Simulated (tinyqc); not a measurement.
X-ray photoelectron analysis of a thin oxide on a semiconductor: attenuation lengths, thickness, angle series and band offsets. From ratio R back to emission angle from the normal. Computed by tinyqc, a small Python program. Command: `OMP_NUM_THREADS=1 python tinyqc.py 3111041 3111042 out.jsonl xps inv`. One thread of a shared host (Intel(R) Xeon(R) Processor @ 2.30GHz), about 0.02 s of CPU time with the checks.

The same element is seen in the oxide and in the substrate, at nearly the same kinetic energy; films are flat and uniform, and the work function is ignored.

Inputs (values chosen for the exercise, modelled on SiO2 on silicon):

| quantity | value | unit |
|---|---|---|
| photon energy | 650 | eV |
| binding energy of the core level | 99.4 | eV |
| oxide density | 2.21 | g/cm^3 |
| oxide formula mass | 60.08 | g/mol |
| valence electrons per oxide formula | 16 | - |
| oxide gap | 9.02 | eV |
| substrate density | 2.33 | g/cm^3 |
| substrate formula mass | 28.09 | g/mol |
| valence electrons per substrate formula | 4 | - |
| substrate gap | 1.12 | eV |
| oxide thickness d | 0.61 | nm |
| attenuation length over inelastic mean free path | 0.94 | - |
| carbon overlayer | 0.78 | nm |

Method:
- TPP-2M: lambda = E/(E_p^2 [b ln(c E) - C/E + D/E^2]) in angstrom, E_p = 28.8 sqrt(N_v rho/M), b = -0.10 + 0.944/sqrt(E_p^2 + E_g^2) + 0.069 rho^0.1, c = 0.191/sqrt(rho), U = N_v rho/M, C = 1.97 - 0.91 U, D = 53.4 - 20.8 U, with E = photon energy less binding energy in eV.
- Attenuation length L = factor x lambda.
- R_0 = (rho_o/M_o) L_o/((rho_s/M_s) L_s); peak ratio R = I_ox/I_sub = R_0 [exp(d/(L_o cos theta)) - 1]; hence d = L_o cos theta ln(1 + R/R_0). A carbon layer weakens both peaks alike, by exp(-d_C/(L_o cos theta)) if its L is taken equal to L_o. This R_0 leaves out intrinsic losses from the substrate peak, so calibrated values can be larger.

Problem. A run gave the result below. Find the emission angle from the normal, known to lie between 27 and 54 degrees.

ratio R = 0.2721993

Solution.

Each step takes the trial c = (a f_b - b f_a)/(f_b - f_a), f being the result less the target and a, b, c the logarithms of the listed values; c replaces end b, the old b replaces a if the sign of f changed, and otherwise f_a is halved.

Scan of the range:

| emission angle from the normal (degrees) | ratio R |
|---|---|
| 27.0 | 0.258678 |
| 30.3 | 0.268662 |
| 34.0 | 0.282205 |
| 38.2 | 0.301265 |
| 42.9 | 0.328617 |
| 48.1 | 0.369185 |
| 54.0 | 0.435357 |

False position (Illinois rule, in the logarithm of the input) inside the bracket:

| step | end a | end b | trial | ratio R |
|---|---|---|---|---|
| 1 | 30.3000 | 34.0000 | 31.2256 | 0.271800 |
| 2 | 34.0000 | 31.2256 | 31.3277 | 0.272156 |
| 3 | 34.0000 | 31.3277 | 31.3496 | 0.272233 |
| 4 | 31.3277 | 31.3496 | 31.3400 | 0.272199 |
| 5 | 31.3496 | 31.3400 | 31.3400 | 0.272199 |

Ratio R rises at every point of a 13-point scan of the range (every second point is shown), so one value fits; it is bracketed by 30.3 and 34.0. Answer: emission angle from the normal = 31.34 degrees.
